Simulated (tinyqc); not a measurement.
## Floating body of a partially depleted SOI transistor: body voltage and kink: transfer curve and swing

Source at 0 V. Channel current Ic = 2 nf K Vt^2 [F(0) - F(Vd)](1 + la Vd), F(V) = ln^2(1 + exp((Vg - VT - nf V)/(2 nf Vt))), VT = VT0 - gb Vb. Saturation voltage Vs = 2 Vt sqrt(F(0)) + 3 Vt, excess Ve = (Vd - Vs + sqrt((Vd - Vs)^2 + 0.0004 V^2))/2, multiplication M1 = Ai Ve exp(-Bl/Ve). Each junction passes D(v) = J1 (exp(v/Vt) - 1) + J2 (exp(v/(2 Vt)) - 1). Bipolar current Ib = bb J1 (exp(Vb/Vt) - 1). The body settles where M1 (Ic + Ib) = D(Vb) + D(Vb - Vd) + Vb/Rb; drain current Id = (1 + M1)(Ic + Ib) - D(Vb - Vd).

Rows with more than one solution for Vb (latch) are left out; dId/dVd by a forward difference over 1e-4 V, swing = 1e-4 V over the change of log10 Id; M1 under 1e-12 is printed as 0.

Parameters, values chosen for the exercise; values of the order met in partially depleted silicon-on-insulator transistors: temperature T = 330 K; threshold at zero body voltage VT0 = 0.54 V; fall of the threshold per volt of body voltage gb = 0.1; slope factor nf = 1.21; gain factor per width K = 300 uA/(V^2 um); channel-length modulation factor la = 0.04 1/V; impact-ionisation prefactor Ai = 3.53 1/V; impact-ionisation voltage Bl = 4.3 V; diffusion saturation current of each junction J1 = 1.1e-11 uA/um; recombination saturation current of each junction J2 = 3.1e-7 uA/um; gain of the lateral bipolar transistor on the diffusion current bb = 3; resistance of a weak body tie to the source (1e9 stands for no tie, and the term is then dropped) Rb = 1e9 kohm um; drain voltage Vd = 1.1 V.

Constants: q = 1.602176634e-19 C, kB = 1.380649e-23 J/K, Vt = kB T/q. Results are converted to the units shown.

Transfer curve and swing:
```
Vg (V)	Vb (V)	M1	Id, floating (uA/um)	Id, grounded (uA/um)	ratio	swing, floating (mV/decade)	swing, grounded (mV/decade)
0.09	0.04597	0.05172	1.848e-6	1.656e-6	1.116	93.54	97.52
0.19	0.1138	0.05164	3.437e-5	2.480e-5	1.386	70.61	80.48
0.29	0.2880	0.05115	0.001001	4.393e-4	2.279	67.99	80.34
0.39	0.4642	0.04876	0.02626	0.007388	3.555	75.04	83.62
0.49	0.5772	0.04115	0.3822	0.09975	3.831	104.0	96.15
0.59	0.6278	0.02876	2.211	0.7984	2.770	170.5	132.7
0.69	0.6465	0.01709	6.485	3.283	1.975	269.0	203.8
0.79	0.6488	0.008881	13.27	8.319	1.596	381.7	301.0
0.89	0.6399	0.003971	22.48	16.00	1.405	497.4	409.8
```

Vb goes from 0.0460 through a maximum of 0.649 (at Vg = 0.79 V among the rows listed) to 0.640 V. The smallest swing among the rows is 68.0 mV a decade with a floating body (at Vg = 0.29 V) and 80.3 with a grounded one; Vt ln 10 = 65.5. The floating swing is smaller by more than 3 % for Vg = 0.09, 0.19, 0.29, 0.39 V, where the rising Vb lowers the threshold as Vg rises. In the first row the floating body raises the current by a factor of 1.12.

Range of the model: The multiplication law is an empirical form chosen for the exercise; self-heating and capacitive coupling to the body are left out, and the linear laws are rough once Vb passes about 0.7 V or M1 about 0.1.

tinyqc, about 0.2 s, one thread, Intel Xeon 2.30GHz (shared host): `OMP_NUM_THREADS=1 python tinyqc.py 2182076 2182077 out.jsonl`
